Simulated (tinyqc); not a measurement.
Inside a calculation: conduction-band anticrossing with a localised impurity level. Values are carried at full precision from step to step, so a last printed digit may differ when a step is redone from the rounded ones.

Host conduction band EM(k) = Eg - al x + c k^2/mM, c = hbar^2/2m0, coupled to a flat level EI by V = C sqrt(x): H = [[EM, V], [V, EI]], E+/- = (EM + EI)/2 +/- sqrt((EM - EI)^2/4 + V^2). The host weight of a state at E is f = 1/(1 + V^2/(E - EI)^2), and its mass at k = 0 is mM/f. The gap is E-(0), the valence top staying at 0.

Constants: hbar^2/2m0 = 3.80998211 eV angstrom^2.

Values chosen for the exercise (host near InP; not measured data):
```
symbol  value   unit        meaning
Eg      1.421   eV          gap at Gamma to the s-like level
mM      0.0799  m0          mass of the host band
EI      1.584   eV          impurity level, from the valence top of the host
C       2.53    eV          coupling
al      0.59    eV          linear shift of the host edge
x       0.0051              impurity fraction
k       0.035   1/angstrom  wave vector
```

## The two levels at k = 0

Give EM, V, both levels, their host weights, the gap and the mass of the band at the gap.

EM(0) = 1.4180 eV
V = 0.1807 eV

E-, E+ (eV): [1.3022, 1.6998]

host weights: [0.7087, 0.2913]

gap = 1.3022 eV
mass of E- = 0.1127 m0

The gap is 119 meV below that of the host, 233 meV per 1 % of impurity. V/|EM - EI| = 1.09; second-order perturbation theory would shift the host level by V^2/(EM - EI) = -197 meV, the exact shift is -116 meV.

## The levels at one k

Fill in the matrix and give levels and weights.

H (eV), rows host, impurity and columns alike:
```
[[1.4764, 0.1807],
 [0.1807, 1.5840]]
```

E-, E+ (eV): [1.3417, 1.7187]

host weights: [0.6427, 0.3573]

## Dispersion

Seven points from k = 0 to 0.12 1/angstrom.

Levels (eV):
```
k (1/angstrom)      EM      E-      E+  host weight of E-
0.000           1.4180  1.3022  1.6998              0.709
0.020           1.4371  1.3155  1.7056              0.688
0.040           1.4943  1.3530  1.7253              0.620
0.060           1.5897  1.4061  1.7675              0.492
0.080           1.7232  1.4600  1.8472              0.320
0.100           1.8948  1.5011  1.9777              0.174
0.120           2.1046  1.5274  2.1612              0.089
```

E- flattens towards EI = 1.584 eV, which it cannot cross: its width is bounded by 0.282 eV, of which 80 % is used up at the last point. The unmixed host band crosses EI at k = 0.0590 1/angstrom, where the splitting is smallest, 2V = 0.361 eV.

## Checks

- Closed form against diagonalisation: they agree to 1e-10 or better.
- Mass mM/f against the curvature of the band: both 0.1127.

Program tinyqc; command `OMP_NUM_THREADS=1 python tinyqc.py 1081552 1081553 out.jsonl`; about 0.01 s on one thread of a shared Intel(R) Xeon(R) Processor @ 2.30GHz.
